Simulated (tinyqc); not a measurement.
Thermal boundary conductance by the acoustic and diffuse mismatch models: one step, computed by the program tinyqc. Command: `OMP_NUM_THREADS=1 python tinyqc.py 3028056 3028057 out.jsonl kapitza walk`. One thread of a shared host (Intel(R) Xeon(R) Processor @ 2.30GHz), about 0.01 s of CPU time with the checks.

Each side has one longitudinal and two transverse Debye branches, omega = v q up to q_D = (6 pi^2 n)^(1/3), with n counting all atoms. Scattering at the interface is elastic. Electrons are left out of G, also for metals. Melting is ignored. G refers to the temperatures of the phonons sent towards the interface. Linear branches over all atoms overstate G at high T, most for crystals with several atoms a cell.

Question. Cut-off frequencies and impedances. omega_c = v q_D for each branch, given as hbar omega_c/k_B; impedance Z = rho v.

Inputs (values chosen for the exercise, modelled on titanium nitride (side 1) and silicon (side 2)):
```
quantity                    value    unit
density rho_1                5.54  g/cm^3
longitudinal velocity vL_1  10200     m/s
transverse velocity vT_1     6160     m/s
atom density n_1              106  1/nm^3
density rho_2                2.37  g/cm^3
longitudinal velocity vL_2   8710     m/s
transverse velocity vT_2     5240     m/s
atom density n_2             49.9  1/nm^3
```

Structure: film on a substrate.

Constants: hbar = 1.054571817e-34 J s; k_B = 1.380649e-23 J/K.

Give: Branches.

Answer.

Branches:
```
branch     v (m/s)  cut-off (K)  Z (1e6 kg/(m^2 s))
L, side 1    10200         1437             56.5080
T, side 1     6160          868             34.1264
L, side 2     8710          955             20.6427
T, side 2     5240          574             12.4188
```
